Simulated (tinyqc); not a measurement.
Trap density and grain size from the barrier.

Inverse problem. With all traps filled Vb = q Qt^2/(8 eps0 eps_r N), and in that limit the barrier is largest at N* = Qt/Lg. Find Qt, Lg and the depleted width Qt/N.

Inputs (values chosen for the exercise): relative permittivity of the semiconductor eps_r = 11.7.

Constants: q = 1.602176634e-19 C, eps0 = 8.8541878128e-14 F/cm where lengths are in cm. Results are converted to the units shown.

barrier at N = 2.1e18 cm^-3 = 0.040598044 V
doping of the largest barrier = 7e17 cm^-3

Answer. The barrier gives Qt, and N* then gives Lg.

Qt = 2.10e12 cm^-2
Lg = 30.0 nm
depleted width = 10.0 nm

tinyqc, about 0.01 s, one thread, Intel Xeon 2.30GHz (shared host): `OMP_NUM_THREADS=1 python tinyqc.py 2610141 2610142 out.jsonl`
